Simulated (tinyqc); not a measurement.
# Silicon n-p-n transistor, Gummel numbers and transit times, step by step

tinyqc, about 0.01 s, one thread, Intel Xeon 2.30GHz (shared host): `OMP_NUM_THREADS=1 python tinyqc.py 2320136 2320137 out.jsonl` Printed values are rounded.

One-dimensional n-p-n transistor in the forward active mode at low injection. In the base p(x) = NB exp(-eta x/wb) and ni(x)^2 = ni^2 exp((g0 + g1 x/wb)/Vt); electrons leave the base at vsat; band spikes at the emitter junction and recombination inside the emitter are ignored.

Inputs (values chosen for the exercise); band and dielectric values close to those of silicon:
- T = 300 K (temperature)
- Eg = 1.1 eV (band gap)
- eps_r = 11.7 (relative permittivity)
- Nc = 2.81e19 cm^-3 (conduction-band density of states at T)
- Nv = 2.66e19 cm^-3 (valence-band density of states at T)
- vsat = 1.01e7 cm/s (saturation velocity)
- wb = 260 nm (neutral base width)
- NB = 1.6e18 cm^-3 (base doping at the emitter edge)
- eta = 1.1 (doping falls as exp(-eta x/wb))
- g0 = 0 eV (gap reduction at the emitter edge of the base)
- g1 = 0 eV (further gap reduction across the base (linear))
- Dn = 7 cm^2/s (electron diffusion coefficient in the base)
- NE = 1.1e20 cm^-3 (emitter doping)
- gE = 0.095 eV (gap reduction in the emitter (negative: wider gap))
- we = 58 nm (neutral emitter width)
- Dp = 1.1 cm^2/s (hole diffusion coefficient in the emitter)
- Se = 2e6 cm/s (recombination velocity at the emitter contact)
- tb = 3e-8 s (electron lifetime in the base)
- NC = 2e16 cm^-3 (collector doping)
- VCB = 0.3 V (collector-base reverse bias)

Constants: q = 1.602176634e-19 C, kB = 1.380649e-23 J/K, Vt = kB T/q, eps0 = 8.8541878128e-14 F/cm where lengths are in cm. Results are converted to the units shown.

Range of the model: Heavy doping makes emitter or base degenerate; gE and g0 are to be read as apparent gap changes that include this.

## Base Gummel number and transit time

f(x) = p(x) ni^2/ni(x)^2; I(x) = integral from x to wb of f/Dn, plus f(wb)/vsat; base Gummel number GB = I(0); electron density per unit flux n/(J/q) = I/f; base transit time tauB = integral of I/f over the base. Trapezoid rule on 12 equal steps.

| point | x (nm) | f (cm^-3) | I (s/cm^4) | I/f (s/cm) |
|---|---|---|---|---|
| 0 | 0.000 | 1.6e18 | 3.65948e12 | 2.28718e-6 |
| 1 | 21.667 | 1.45985e18 | 3.18594e12 | 2.18236e-6 |
| 2 | 43.333 | 1.33198e18 | 2.75387e12 | 2.06749e-6 |
| 3 | 65.000 | 1.21532e18 | 2.35964e12 | 1.94159e-6 |
| 4 | 86.667 | 1.10886e18 | 1.99995e12 | 1.80360e-6 |
| 5 | 108.333 | 1.01174e18 | 1.67176e12 | 1.65236e-6 |
| 6 | 130.000 | 9.23120e17 | 1.37231e12 | 1.48661e-6 |
| 7 | 151.667 | 8.42263e17 | 1.09910e12 | 1.30494e-6 |
| 8 | 173.333 | 7.68488e17 | 8.49817e11 | 1.10583e-6 |
| 9 | 195.000 | 7.01176e17 | 6.22369e11 | 8.87608e-7 |
| 10 | 216.667 | 6.39759e17 | 4.14844e11 | 6.48437e-7 |
| 11 | 238.333 | 5.83722e17 | 2.25495e11 | 3.86306e-7 |
| 12 | 260.000 | 5.32594e17 | 5.27321e10 | 9.90099e-8 |

GB = 3.65948e12 s/cm^4
tauB = 36.0971 ps

With 4000 steps GB = 3.657e12 s/cm^4 and tauB = 36.11 ps. A uniform base would give wb^2/(2 Dn) + wb/vsat = 50.9 ps; the built-in field, a drop of 1.10 Vt across the base, shortens the transit by a factor of 1.41.

## Gain, Early voltage and collector delay

ni = sqrt(Nc Nv) exp(-Eg/(2 Vt)), Eg in volts; GE = NE exp(-gE/Vt)(we/Dp + 1/Se); JC = J0 exp(VBE/Vt), J0 = q ni^2/GB; gain limited by back injection GE/GB, by base recombination tb/tauB, together 1/beta = the sum of the inverses; collector layer one-sided, Wc = sqrt(2 eps0 eps_r (Vbc + VCB)/(q NC)), Vbc = Vt ln(p(wb) NC/ni^2), Cjc = eps0 eps_r/Wc; Early voltage VA = GB q p(wb)/(f(wb) Cjc [1/Dn - (eta + g1/Vt)/(wb vsat)]), f(wb) = p(wb) exp(-(g0 + g1)/Vt), p(wb) = NB exp(-eta); tauC = Wc/(2 vsat).

ni = 1.57471e10 cm^-3
GE = 1.61007e13 s/cm^4
J0 = 1.08565e-11 A/cm^2
GE/GB = 4.39971
tb/tauB = 831.091
beta = 4.37654
Wc = 268.085 nm
Cjc = 0.386423 fF/um^2
VA = 109.418 V
tauC = 1.32715 ps

The gain is limited more by back injection into the emitter. beta VA = 479 V.
